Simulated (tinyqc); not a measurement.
## Ferroelectric with a first-order transition, Landau-Devonshire energy: polarisation and permittivity against temperature

One domain with free energy u = al P^2 + be P^4 + ga P^6 - E P, al = a0 (T - T0), be < 0 < ga (P in uC/cm^2, E in kV/cm, u in mJ/cm^3). Equilibrium: E = 2 al P + 4 be P^3 + 6 ga P^5; a state is stable against small changes where dE/dP > 0. The coercive field is that of uniform switching, which real films, switching by domains, do not reach.

Ps^2 = [-be + sqrt(be^2 - 3 al ga)]/(3 ga); Pc^2 = [-3 be + sqrt(9 be^2 - 15 al ga)]/(15 ga), Ec = -E(Pc); susceptibility chi = 1/(eps0 dE/dP). TC = T0 + be^2/(4 a0 ga), where u(Ps) = u(0); T1 = T0 + be^2/(3 a0 ga), where the polar minimum disappears. For the non-polar state chi0 = 1/(2 eps0 al).

Values chosen for this exercise:
```
symbol,value,unit,meaning
a0,0.021,kV cm/(uC K),slope of the quadratic coefficient
T0,700,K,Curie-Weiss temperature
be,-0.0014,kV cm^5/uC^3,quartic coefficient
ga,2.5e-6,kV cm^9/uC^5,sixth-order coefficient
```

Constants: eps0 = 8.8541878128e-14 F/cm where lengths are in cm. Results are converted to the units shown.

Results:
```
T (K)	Ps (uC/cm^2)	u(Ps) (mJ/cm^3)	Ec (kV/cm)	chi at Ps	chi0
500	30.95	-3110	167.3	254.8	unstable
580	28.21	-1632	97.62	388.5	unstable
675	22.59	-300.3	24.14	1139	unstable
692	20.64	-132.4	12.64	1847	unstable
702.5	18.80	-45.95	5.949	3191	1.076e5
706.2	17.86	-19.78	3.684	4464	43370
708.7	17.00	-3.785	2.186	6360	30910
711.2	15.67	10.35	0.7185	1.298e4	24010
712.2	14.59	15.21	0.1404	3.381e4	22040
```

Estimate the missing row, T = 640 K.

Computed row:
```
T (K)	Ps (uC/cm^2)	u(Ps) (mJ/cm^3)	Ec (kV/cm)	chi at Ps	chi0
640	25.24	-724.5	49.68	656.1	unstable
```

With this row back in the table: Ps falls from 31.0 to 14.6 uC/cm^2 without reaching zero, Ec falls from 167 to 0.140 kV/cm and chi rises from 255 to 33800. u(Ps) turns positive at TC = 709.3 K: the 2 row(s) above it are metastable, up to T1 = 712.4 K. Between T0 = 700 K and TC the non-polar state is the metastable one.

Computed by the program tinyqc: `OMP_NUM_THREADS=1 python tinyqc.py 2860027 2860028 out.jsonl`, one thread of a shared Intel Xeon 2.30GHz, about 0.01 s for the whole run.
